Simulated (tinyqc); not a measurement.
Inside a calculation. Model: deep-level transient spectroscopy (DLTS) of one majority-carrier trap. Computed by tinyqc, a small Python program that keeps every step. Command: `OMP_NUM_THREADS=1 python tinyqc.py 3020559 3020560 out.jsonl dlts walk`. One thread of a shared host (Intel(R) Xeon(R) Processor @ 2.30GHz), about 0.08 s of CPU time with the checks. Intermediate numbers are printed to about 5 digits and carried at full precision; extremes and crossings named in words are read from the listed rows.

A filling pulse loads the traps in a one-sided junction; under reverse bias they empty at the rate e, and the capacitance relaxes as C(t) = C_0 - dC exp(-e t). The signal is S = [C(t_2) - C(t_1)]/dC.

Inputs (values chosen for the exercise, with mass and screening modelled on GaSb):

| quantity | value | unit |
|---|---|---|
| density-of-states mass m | 0.387 | m_0 |
| valleys M | 1 | - |
| trap depth E_t | 0.276 | eV |
| cross-section sigma_0 | 7e-17 | cm^2 |
| degeneracy ratio g | 0.5 | - |
| gate time t_1 | 0.0003 | s |
| ratio t_2/t_1 | 4 | - |
| temperature T | 170 | K |
| doping N | 1.3e+16 | cm^-3 |
| trap density N_t | 6.4e+14 | cm^-3 |
| dielectric constant eps | 15.1 | - |
| built-in voltage V_b | 0.52 | V |
| reverse bias V_r | 1.7 | V |
| diode area | 0.0036 | cm^2 |
| mean field F | 42000 | V/cm |

Carriers: holes. Extra term: Poole-Frenkel lowering.

Constants: k_B = 8.617333262e-05 eV/K; k_B = 1.380649e-23 J/K; m_0 = 9.1093837015e-31 kg; h = 6.62607015e-34 J s; e = 1.602176634e-19 C; eps_0 = 8.8541878128e-12 F/m.

## Emission rate at T

e = g sigma v N_b exp(-E/k_B T), v = sqrt(3 k_B T/m), N_b = 2 M (2 pi m k_B T/h^2)^(3/2), sigma = sigma_0, E = E_t - dE with the one-dimensional Poole-Frenkel lowering dE = sqrt(e^3 F/(pi eps eps_0)), F being held as an input apart from the bias (the centre is charged when empty).

thermal velocity v = 1.4133e+07 cm/s

N_b = 2.5771e+18 cm^-3

sigma = 7.00e-17 cm^2

E = 0.23597 eV

emission rate e = 128.76 1/s

## Rate window and signal

S(e) = exp(-e t_1) - exp(-e t_2) peaks at the rate window e_0 = ln(t_2/t_1)/(t_2 - t_1).

rate window e_0 = 1540.3 1/s

peak height S_max = 0.47247

signal at T = 0.10528

At this T the trap empties slower than the window, by a factor 12.0: the point lies on the low-temperature side of the peak.

## Peak temperature and width

T_p solves e(T) = e_0 (bisection between 15 and 1500 K); the half-height points solve S = S_max/2 on either side.

peak temperature T_p = 196.74 K

lower half-height point = 179.50 K

upper half-height point = 211.69 K

full width = 32.192 K

The width is 16.4 % of T_p, and E_t is 16.3 k_B T_p.

## Peaks for six windows

t_1 is scaled by 0.1, 0.3, 1, 3, 10 and 30 at fixed t_2/t_1; each T_p by bisection.

Arrhenius data:

| t_1 (s) | e_0 (1/s) | T_p (K) | 1/(k_B T_p) (1/eV) | ln(e_0/T_p^2) |
|---|---|---|---|---|
| 0.00003 | 15403 | 229.63 | 50.535 | -1.2306 |
| 0.00009 | 5134 | 212.75 | 54.544 | -2.1766 |
| 0.00030 | 1540 | 196.74 | 58.983 | -3.2240 |
| 0.00090 | 513 | 183.99 | 63.071 | -4.1886 |
| 0.00300 | 154 | 171.70 | 67.587 | -5.2543 |
| 0.00900 | 51 | 161.76 | 71.737 | -6.2337 |

## Arrhenius fit

Least squares of ln(e_0/T_p^2) on 1/(k_B T_p): slope -E_a, intercept ln(gamma sigma_a) with gamma = v N_b/T^2 = sqrt(3 k_B/m) 2 M (2 pi m k_B/h^2)^(3/2). For comparison, the slope of ln e_0 alone.

apparent depth E_a = 0.23597 eV

intercept = 10.694

gamma = 1.2603e+21 cm^-2 s^-1 K^-2

apparent cross-section = 3.5000e-17 cm^2

slope without T^2 = 0.26896 eV

The apparent depth is 0.2360 eV against E_t = 0.276 eV, and the apparent cross-section is 0.500 times sigma_0 (the degeneracy ratio): the field lowers the slope, so the depth must be extrapolated to zero field against sqrt(F). Leaving out the T^2 factor overstates the slope by 33 meV, about 2 k_B T_p.

## Signal size and trap density

W = sqrt(2 eps eps_0 (V_b + V_r)/(e N)), C_0 = eps eps_0 area/W. The pulse goes to zero bias, W_0 = W(V_r = 0). Traps within lambda = sqrt(2 eps eps_0 (E_t - E_F)/(e^2 N)) of the depletion edge stay filled, with E_F = k_B T_p ln(N_b/N) from the band, N_b = 2 M (2 pi m k_B T_p/h^2)^(3/2) (dopants taken as fully ionised). dC = C_0 (N_t/2N) f, f = [(W - lambda)^2 - max(W_0 - lambda, 0)^2]/W^2. The simple estimate is 2 N dC/C_0.

depletion width W = 0.53386 micrometre

C_0 = 90.157 pF

lambda = 0.15311 micrometre

f = 0.46977

transient amplitude dC = 1042.5 fF

simple estimate of N_t = 3.0065e+14 cm^-3

The simple estimate finds 47 % of the traps.

Checks made by the program: the maximum of S(T) on a fine grid against T_p (relative difference below 1e-10).
